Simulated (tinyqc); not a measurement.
Bloch-Grueneisen resistivity of a metal: one step, computed by the program tinyqc.

Electrons scatter from a Debye spectrum of phonons (n = 5 for scattering within one band, n = 3 for scattering into a second, heavy band) and from static defects.

Task: Scale of the phonon resistivity. rho_ph = (n - 1) rho_1 (T/Theta)^n J_n(Theta/T), with rho_1 = 2 pi lambda_tr k_B Theta/(hbar eps_0 w_p^2), the high-temperature line at T = Theta.

Inputs (values chosen for the exercise, modelled on silver): Debye temperature Theta = 228 K; transport coupling lambda_tr = 0.11; Drude plasma energy hbar w_p = 9 eV.

Addition: none.

Constants: k_B = 1.380649e-23 J/K; hbar = 1.054571817e-34 J s; eps_0 = 8.8541878128e-12 F/m; hbar = 6.582119569e-16 eV s.

Give: rho_1.

Result:

rho_1 = 1.246 microohm cm
